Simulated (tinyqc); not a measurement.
# From one set of inputs to another, one input at a time

Model: equilibrium and kinetic segregation of a solute to boundaries and growing surfaces. Computed by tinyqc, a small Python program. Command: `OMP_NUM_THREADS=1 python tinyqc.py 3005480 3005481 out.jsonl segreg ladder`. One thread of a shared host (Intel(R) Xeon(R) Processor @ 2.30GHz), about 0.01 s of CPU time with the checks.

The inputs printed are set A. Inputs not listed in the table keep their values of set A, so the rows need not describe a real material.

Inputs (values chosen for the exercise, for a model alloy):

| quantity | value | unit |
|---|---|---|
| segregation energy Q | 0.753 | eV |
| total solute fraction x0 | 0.0003 | - |
| temperature T | 1025 | K |
| grain size d | 16 | nm |
| boundary thickness delta | 0.55 | nm |
| atomic volume Omega | 20.1 | angstrom^3 |
| clean boundary energy gamma_0 | 0.68 | J/m^2 |

Isotherm: Langmuir-McLean.

Constants: k_B = 8.617333262e-05 eV/K; 1 eV/angstrom^2 = 16.02176634 J/m^2.

Method:
- With theta the solute fraction on boundary sites and x that in the grains, theta/(1 - theta) = [x/(1 - x)] exp[Q/(k_B T)].
- Finite grains: boundary sites are the fraction f = 3 delta/d, and x0 = (1 - f) x + f theta; solve both equations for theta; share at boundaries = f theta/x0.
- Gibbs adsorption for this isotherm in a dilute matrix: gamma = gamma_0 + Gam_0 [k_B T ln(1 - theta)], Gam_0 = delta/Omega sites per area.

Each row keeps all changes above it:

| input moved | from | to | coverage theta | fraction x left in the grains | boundary energy gamma (J/m^2) |
|---|---|---|---|---|---|
| set A | - | - | 0.0029 | 5.779e-07 | 0.6789 |
| grain size d (nm) | 16 | 430 | 0.0741 | 1.587e-05 | 0.6502 |
| boundary thickness delta (nm) | 0.55 | 0.77 | 0.0538 | 1.127e-05 | 0.6500 |
| temperature T (K) | 1025 | 850 | 0.0555 | 2.015e-06 | 0.6543 |
| total solute fraction x0 | 0.0003 | 0.00099 | 0.1829 | 7.677e-06 | 0.5892 |
| segregation energy Q (eV) | 0.753 | 0.472 | 0.1374 | 2.532e-04 | 0.6136 |

Coverage theta goes from 0.00290 to 0.137, a factor 47.3 in all. The largest single move comes from grain size d (a factor 25.5). Fraction x left in the grains goes from 5.78e-7 to 2.53e-4, a factor 438 in all. The largest single move comes from segregation energy Q (a factor 33.0), and temperature T works against it (a factor 0.179). Boundary energy gamma goes from 0.679 to 0.614, a factor 0.904 in all. The largest single move comes from total solute fraction x0 (a factor 0.900), and segregation energy Q works against it (a factor 1.04). The single moves hold for this order of the switches; the total does not depend on the order.

Extremes, crossings and ranges named in words are read from the listed rows.
